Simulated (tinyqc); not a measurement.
Plane-wave Kohn-Sham cycle with exchange-only LDA in a layered model solid, step by step. One step of it, computed by the program tinyqc.

Task: Iteration 1: potential. V_H(G) = 4 pi rho(G)/G^2 for G != 0 (uniform background); v_x = -(3 rho/pi)^(1/3); V = V_ext + V_H + v_x; Fourier components f(G_m) = (1/N) sum_j f(x_j) exp(-i G_m x_j).

A solid whose potential varies along x alone (atomic units):
```
parameter                      value
period a                   11.000000
cross-section of the cell   9.000000
electrons per cell                 4
grid points                       16
plane waves -n..n, n               2
k points                           2
V1 in V1 cos(2 pi x/a)     -0.690000
V2 in V2 cos(4 pi x/a)     -0.060000
```

density at the start, on the grid x_j = j a/N (e/bohr^3): 0.04040404  0.04040404  0.04040404  0.04040404  0.04040404  0.04040404  0.04040404  0.04040404  0.04040404  0.04040404  0.04040404  0.04040404  0.04040404  0.04040404  0.04040404  0.04040404

Give: Potentials on the grid; V(G_m), m = 0, 1, 2, ....

Result:

Potentials on the grid (hartree):
```
x          V_ext     V_H      v_x        V
0.0000   -0.7500  0.0000  -0.3379  -1.0879
0.6875   -0.6799  0.0000  -0.3379  -1.0178
1.3750   -0.4879  0.0000  -0.3379  -0.8258
2.0625   -0.2216  0.0000  -0.3379  -0.5595
2.7500    0.0600  0.0000  -0.3379  -0.2779
3.4375    0.3065  0.0000  -0.3379  -0.0314
4.1250    0.4879  0.0000  -0.3379   0.1500
4.8125    0.5951  0.0000  -0.3379   0.2571
5.5000    0.6300  0.0000  -0.3379   0.2921
6.1875    0.5951  0.0000  -0.3379   0.2571
6.8750    0.4879  0.0000  -0.3379   0.1500
7.5625    0.3065  0.0000  -0.3379  -0.0314
8.2500    0.0600  0.0000  -0.3379  -0.2779
8.9375   -0.2216  0.0000  -0.3379  -0.5595
9.6250   -0.4879  0.0000  -0.3379  -0.8258
10.3125  -0.6799  0.0000  -0.3379  -1.0178
```

V(G_m), m = 0, 1, 2, ... (hartree): -0.3379  -0.3450  -0.0300  0.0000  0.0000
